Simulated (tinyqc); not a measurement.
## Gate voltage for a given inversion charge

Inverse problem. p-type body, charge-sheet picture, depletion and inversion only, full ionisation (an idealisation for deep acceptors), Boltzmann statistics (rough once Na exp(x - xn) passes about Nc/7). In units of Vt: xg = (Vg - Vfb)/Vt, x = psi/Vt, G = gamma/sqrt(Vt), xn = (2 phiF + Vc)/Vt. The implicit equation is (xg - x)^2 = G^2 [x - 1 + exp(x - xn)] for x above about 3. Cox = eps0 eox/tox. ni = sqrt(Nc Nv) exp(-Eg/(2 Vt)), Eg in volts; phiF = Vt ln(Na/ni); gamma = sqrt(2 q eps0 eps_r Na)/Cox. N_inv = (Cox Vt G/q) [sqrt(x - 1 + exp(x - xn)) - sqrt(x - 1)]. Find x - xn, psi and Vg.

Parameters, values chosen for the exercise; band and dielectric values close to those of silicon:
- T = 350 K (temperature)
- Eg = 1.14 eV (band gap)
- eps_r = 11.8 (relative permittivity)
- Nc = 3.55e19 cm^-3 (conduction-band density of states at T)
- Nv = 3.34e19 cm^-3 (valence-band density of states at T)
- eox = 3.9 (relative permittivity of the gate insulator (close to silicon dioxide))
- tox = 1.3 nm (insulator thickness)
- Na = 1.6e17 cm^-3 (acceptor density)
- Vfb = -0.61 V (flat-band voltage)
- Vc = 0.2 V (channel-body voltage)

Constants: q = 1.602176634e-19 C, kB = 1.380649e-23 J/K, Vt = kB T/q, eps0 = 8.8541878128e-14 F/cm where lengths are in cm. Results are converted to the units shown.

N_inv = 4.6e11 cm^-2

Answer. N_inv rises steadily with x, so it fixes x; the implicit equation then gives xg directly.

x - xn = 3.23
psi = 1.11 V
Vg = 0.622 V

Computed by the program tinyqc: `OMP_NUM_THREADS=1 python tinyqc.py 2122091 2122092 out.jsonl`, one thread of a shared Intel Xeon 2.30GHz, about 0.01 s for the whole run.
